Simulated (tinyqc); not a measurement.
Worked calculation: Hubbard chain of 4 sites. Computed by tinyqc, a small Python program that keeps every step. Settings: hopping = 1.74, U = 3.6, mixing = 0.5, iteration cap = 57. Command: `OMP_NUM_THREADS=1 python tinyqc.py 31590 31591 out.jsonl` (the two numbers bound the seeds that draw the settings). One thread of a shared host (Intel(R) Xeon(R) Processor @ 2.60GHz), about 0.2 s of CPU time with the checks. Later iterations appear only in the table of the cycle.

## Mean-field iteration 1

one-body matrix (hopping and site energies) (eV), lower triangle:
```
           1          2          3         4
1  -0.630000
2  -1.740000   0.420000
3   0.000000  -1.740000   0.820000
4   0.000000   0.000000  -1.740000  0.190000
```

U = 3.600000 eV

electrons, up and down: 2  2

mixing = 0.500000

n(up) at the start (a guess, not normalised): 1 0.550000, 2 0.450000, 3 0.550000, 4 0.450000

n(down) at the start (a guess): 1 0.450000, 2 0.550000, 3 0.450000, 4 0.550000

H(up) = T + U n(down), H(down) = T + U n(up); fill the lowest levels; n(new) = n + mixing (n(out) - n); E = tr T (rho up + rho down) + U sum n_up n_down of the output.

levels, up (eV): -0.748658  0.706937  2.978431  5.063290

levels, down (eV): -0.722270  0.749973  2.890040  5.082257

energy = -3.441732 eV

n(up) after iteration 1: 1 0.631067, 2 0.402953, 3 0.517672, 4 0.448308

n(down) after iteration 1: 1 0.522363, 2 0.491537, 3 0.423106, 4 0.562994

## Mean-field iteration 2

As before.

levels, up (eV): -0.762862  0.793857  2.993712  4.975294

levels, down (eV): -0.746632  0.810216  2.941284  4.995131

energy = -3.500766 eV

n(up) after iteration 2: 1 0.645598, 2 0.401417, 3 0.507088, 4 0.445897

n(down) after iteration 2: 1 0.524045, 2 0.487950, 3 0.413040, 4 0.574965

## Convergence

Each step fills the lowest levels of T + U n(other spin) and sets n(new) = n + mixing (n(out) - n); stop when output and input agree to 1e-8.

Course of the cycle:
```
iteration       E (eV)  largest |n(out) - n(in)|  mean |n_up - n_down|
1          -3.44173207                  1.62e-01              0.103270
2          -3.50076586                  2.91e-02              0.113966
3          -3.50296809                  1.56e-02              0.122658
4          -3.50422932                  1.35e-02              0.131813
5          -3.50558085                  1.32e-02              0.141483
6          -3.50706165                  1.33e-02              0.151643
7          -3.50867471                  1.35e-02              0.162248
8          -3.51041437                  1.40e-02              0.173242
9          -3.51226843                  1.43e-02              0.184560
10         -3.51421860                  1.46e-02              0.196128
11         -3.51624090                  1.49e-02              0.207860
...                ...                       ...                   ...
47         -3.53965981                  6.07e-04              0.387901
48         -3.53966204                  5.31e-04              0.388251
49         -3.53966374                  4.64e-04              0.388557
50         -3.53966504                  4.05e-04              0.388824
51         -3.53966603                  3.54e-04              0.389057
52         -3.53966678                  3.09e-04              0.389261
53         -3.53966736                  2.70e-04              0.389438
54         -3.53966779                  2.36e-04              0.389593
55         -3.53966813                  2.06e-04              0.389729
56         -3.53966838                  1.80e-04              0.389846
57         -3.53966857                  1.57e-04              0.389949
```

Not converged within 57 iterations: the residual falls steadily but slowly, by a factor of about 0.87 a step. The lowest mean-field energy found from random starts is -3.53967 eV. Reruns (cap 100 unless said): mixing 0.2: not converged; mixing 0.9: converged in 69 (E = -3.53967); the original settings with a cap of 400: converged in 128 (E = -3.53967).

## Exact diagonalisation (36 states)

Lowest levels of the sector, and the double occupancy of the lowest state.

lowest levels (eV): -4.211162  -2.832774  -1.527326  -1.008438  -0.734174  -0.046509

double occupancy per site = 0.154825

## The lowest level by Lanczos steps

From a random start vector (not printed): a_j = <q_j|H|q_j>, b_j = norm of the remainder after orthogonalising; the Ritz value is the lowest eigenvalue of the tridiagonal matrix of a and b so far.

Lanczos:
```
j   a_j (eV)  b_j (eV)  lowest Ritz value (eV)
1   0.868112  4.420420              0.86811246
2   2.891582  4.452567             -2.65487644
3   4.712195  3.960218             -3.71928608
4   4.735884  4.392877             -3.99506704
5   4.129432  4.215544             -4.11645338
6   4.891953  4.305528             -4.17420976
7   5.841967  4.190829             -4.19785846
8   5.502029  4.974290             -4.20576473
9   5.150889  2.644248             -4.21024410
10  3.988477  3.261581             -4.21098759
```
